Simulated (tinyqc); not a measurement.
Inside a calculation. Method: Hueckel theory of the pi electrons, for the molecule c1ccc2cccc-2cc1 (SMILES; centres numbered as the heavy atoms are written). Computed by tinyqc, a small Python program that keeps every step. Settings: charge = 0. Command: `OMP_NUM_THREADS=1 python tinyqc.py 27853 27854 out.jsonl` (the two numbers bound the seeds that draw the settings). One thread of a shared host (Intel(R) Xeon(R) Processor @ 2.60GHz), about 0.01 s of CPU time with the checks.

## The Hueckel matrix

Centres:
```
centre  z_r, pi electrons of the neutral centre         h
1C                                            1  0.000000
2C                                            1  0.000000
3C                                            1  0.000000
4C                                            1  0.000000
5C                                            1  0.000000
6C                                            1  0.000000
7C                                            1  0.000000
8C                                            1  0.000000
9C                                            1  0.000000
10C                                           1  0.000000
```

Bonds:
```
i    j  k
1    2  1
2    3  1
3    4  1
4    5  1
5    6  1
6    7  1
7    8  1
8    9  1
9   10  1
10   1  1
8    4  1
```

H_rr = alpha + h_r beta, H_rs = k_rs beta for bonded centres.

Hueckel matrix in units of beta (H = alpha + beta A), lower triangle:
```
           1C        2C        3C        4C        5C        6C        7C        8C
1C   0.000000
2C   1.000000  0.000000
3C   0.000000  1.000000  0.000000
4C   0.000000  0.000000  1.000000  0.000000
5C   0.000000  0.000000  0.000000  1.000000  0.000000
6C   0.000000  0.000000  0.000000  0.000000  1.000000  0.000000
7C   0.000000  0.000000  0.000000  0.000000  0.000000  1.000000  0.000000
8C   0.000000  0.000000  0.000000  1.000000  0.000000  0.000000  1.000000  0.000000
9C   0.000000  0.000000  0.000000  0.000000  0.000000  0.000000  0.000000  1.000000
10C  1.000000  0.000000  0.000000  0.000000  0.000000  0.000000  0.000000  0.000000

           9C       10C
9C   0.000000
10C  1.000000  0.000000
```

## Orbitals

pi electrons, sum of z_r less the charge = 10

Diagonalise; E = alpha + x beta with beta < 0, so the largest x are filled first; degenerate levels share their electrons. P = sum n_i c_ri c_si; each orbital has its largest coefficient positive (the first on a tie).

x values: 2.310277  1.651572  1.355674  0.886975  0.477260  -0.400392  -0.737640  -1.579218  -1.869214  -2.095294

occupations: 2.000000  2.000000  2.000000  2.000000  2.000000  0.000000  0.000000  0.000000  0.000000  0.000000

coefficients:
```
          MO1        MO2        MO3        MO4        MO5        MO6        MO7        MO8
1C   0.172974   0.524672   0.000000   0.360277   0.000000   0.510887   0.000000   0.341575
2C   0.199809   0.433267   0.357060   0.159779  -0.335497  -0.102278   0.484057  -0.269711
3C   0.288640   0.190900   0.484057  -0.218558  -0.160119  -0.469936  -0.357060   0.084357
4C   0.467029  -0.117982   0.299164  -0.353634   0.259079   0.290436  -0.220675   0.136492
5C   0.323298  -0.267774   0.220675   0.258527   0.542846   0.063211   0.299164  -0.436401
6C   0.279878  -0.324265   0.000000   0.582941   0.000000  -0.315746   0.000000   0.552680
7C   0.323298  -0.267774  -0.220675   0.258527  -0.542846   0.063211  -0.299164  -0.436401
8C   0.467029  -0.117982  -0.299164  -0.353634  -0.259079   0.290436   0.220675   0.136492
9C   0.288640   0.190900  -0.484057  -0.218558   0.160119  -0.469936   0.357060   0.084357
10C  0.199809   0.433267  -0.357060   0.159779   0.335497  -0.102278  -0.484057  -0.269711

           MO9       MO10
1C    0.432805   0.000000
2C   -0.404503   0.160119
3C    0.323297  -0.335497
4C   -0.199808   0.542846
5C    0.249996  -0.259079
6C   -0.267488   0.000000
7C    0.249996   0.259079
8C   -0.199808  -0.542846
9C    0.323297   0.335497
10C  -0.404503  -0.160119
```

charge and bond-order matrix P, lower triangle:
```
            1C         2C         3C         4C         5C         6C         7C        8C
1C    0.870001
2C    0.638899   0.986447
3C    0.142691   0.664039   0.854946
4C   -0.217049   0.011190   0.585798   1.027428
5C    0.017140  -0.226883   0.011190   0.595632   1.172879
6C    0.176598   0.017140  -0.217049  -0.074358   0.656039   1.046600
7C    0.017140   0.186432  -0.068408  -0.231000  -0.200638   0.656039   1.172879
8C   -0.217049  -0.068408   0.172482   0.400945  -0.231000  -0.074358   0.595632  1.027428
9C    0.142691  -0.242189  -0.184853   0.172482  -0.068408  -0.217049   0.011190  0.585798
10C   0.638899   0.026246  -0.242189  -0.068408   0.186432   0.017140  -0.226883  0.011190

           9C       10C
9C   0.854946
10C  0.664039  0.986447
```

## Energy, charges, bond orders

E = sum n x; q_r = z_r - P_rr; bond order p = P_rs; free valence = sqrt(3) - sum of p over the bonds of the atom.

pi energy = 10 alpha + this times beta = 13.363517

pi charges: 1C 0.129999, 2C 0.013553, 3C 0.145054, 4C -0.027428, 5C -0.172879, 6C -0.046600, 7C -0.172879, 8C -0.027428, 9C 0.145054, 10C 0.013553

Bond orders and lengths from R = 1.517 - 0.180 p (angstrom, C-C alone):
```
bond         p         R
1-2   0.638899  1.401998
2-3   0.664039  1.397473
3-4   0.585798  1.411556
4-5   0.595632  1.409786
5-6   0.656039  1.398913
6-7   0.656039  1.398913
7-8   0.595632  1.409786
8-9   0.585798  1.411556
9-10  0.664039  1.397473
10-1  0.638899  1.401998
8-4   0.400945  1.444830
```

free valence of the carbons: 1C 0.454253, 2C 0.429112, 3C 0.482214, 4C 0.149677, 5C 0.480380, 6C 0.419972, 7C 0.480380, 8C 0.149677, 9C 0.482214, 10C 0.429112

gap between the highest filled and the next level = 0.877652 |beta|
